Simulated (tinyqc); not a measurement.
A ladder of methods, and size consistency: correlation methods against full CI in the sto-3g basis, for H2, spin multiplicity 1. Computed by the program tinyqc with PySCF. All electrons correlated; +Q is the Davidson correction (1 - c0^2) E_corr. The last columns treat two copies 100 angstrom apart as one system. FCI is the lowest singlet.

Geometry (angstrom):
```
atom       x       y       z
H     0.0000  0.0000  0.0000
H     0.0000  0.0000  0.9810
```

RHF energy of one = -1.071374 hartree

Correlation energies (hartree):
```
method   E_corr of one  share of FCI (%)  E_corr of two at 100 angstrom  two minus twice one (mhartree)
MP2           -0.01991            59.018                       -0.03982                           0.000
CISD          -0.03374           100.000                       -0.06563                           1.846
CISD+Q        -0.03471           102.889                       -0.06913                           0.298
CCSD          -0.03374           100.000                       -0.06748                           0.000
CCSD(T)       -0.03374           100.000                       -0.06748                           0.000
FCI           -0.03374           100.000                              -                               -
```

What does the comparison show, and why?

MP2 recovers 59 %, CISD 100.0 % and CCSD 100.0 % of the FCI value (c0^2 = 0.971 in CISD). MP2 and coupled cluster are size consistent, so their last column vanishes; CISD loses 1.85 mhartree, since a double excitation on each copy is a quadruple of the pair, and the Davidson correction leaves +0.30. With two electrons, or one virtual orbital, CISD and CCSD are exact for one copy, so +Q overshoots there.
